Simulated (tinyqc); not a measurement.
How the errors depend on the field: Haynes-Shockley experiment: drift, diffusion and decay of a minority-carrier pulse. Computed by tinyqc, a small Python program. Command: `OMP_NUM_THREADS=1 python tinyqc.py 3110908 3110909 out.jsonl haynes walk`. One thread of a shared host (Intel(R) Xeon(R) Processor @ 2.30GHz), about 0.02 s of CPU time with the checks.

A thin sheet of excess carriers is made at x = 0, t = 0 in a long uniform bar; injection is low, so the pulse moves with the minority mobility.

Inputs (values chosen for the exercise, modelled on electrons in p-type germanium in a lightly doped bar):

| quantity | value | unit |
|---|---|---|
| minority mobility mu | 4190 | cm^2/(V s) |
| lifetime tau | 130 | microsecond |
| temperature T | 250 | K |
| field F | 27 | V/cm |
| distance d to the collector | 0.78 | cm |
| injected sheet density N0 | 1.6e+09 | 1/cm^2 |

Constants: k_B = 8.617333262e-05 eV/K.

Method:
- D = mu k_B T/e, v = mu F.
- Transit time d/v, diffusion length sqrt(D tau), drift length v tau, Peclet number v d/D = e F d/(k_B T).
- dn(x, t) = N0/sqrt(4 pi D t) exp(-(x - v t)^2/(4 D t) - t/tau).
- At fixed x the signal peaks where d ln(dn)/dt = 0: a t^2 + t/2 - x^2/(4 D) = 0 with a = v^2/(4 D) + 1/tau.
- The full width at half maximum is found by solving dn(x, t) = peak/2 on both sides of the peak.
- With w that width: mu = d/(F t_p); D = (w d)^2/(16 ln2 t_p^3). The field is scaled by the factors listed.

D = 90.2666 cm^2/s

Errors of the simple reading:

| factor | F (V/cm) | v d/D | v^2 tau/(4 D) | error of mu (%) | error of D (%) |
|---|---|---|---|---|---|
| 0.5 | 13.5 | 488.8 | 1.1520e+03 | 0.24819 | 0.34693 |
| 0.7 | 18.9 | 684.3 | 2.2579e+03 | 0.16838 | 0.24772 |
| 1.0 | 27.0 | 977.6 | 4.6080e+03 | 0.11320 | 0.17335 |
| 1.5 | 40.5 | 1466.3 | 1.0368e+04 | 0.07304 | 0.11554 |
| 2.5 | 67.5 | 2443.9 | 2.8800e+04 | 0.04266 | 0.06931 |
| 4.0 | 108.0 | 3910.3 | 7.3728e+04 | 0.02626 | 0.04331 |
| 7.0 | 189.0 | 6843.0 | 2.2579e+05 | 0.01484 | 0.02475 |

What does the comparison show, and why?

The error of mu falls from 0.248 to 0.0148 %. For large v d/D it is about D/(v d) + 2 D/(v^2 tau), here 0.0148 % in the last row: one part from spreading, one from recombination.

Extremes, crossings and ranges named in words are read from the listed rows.
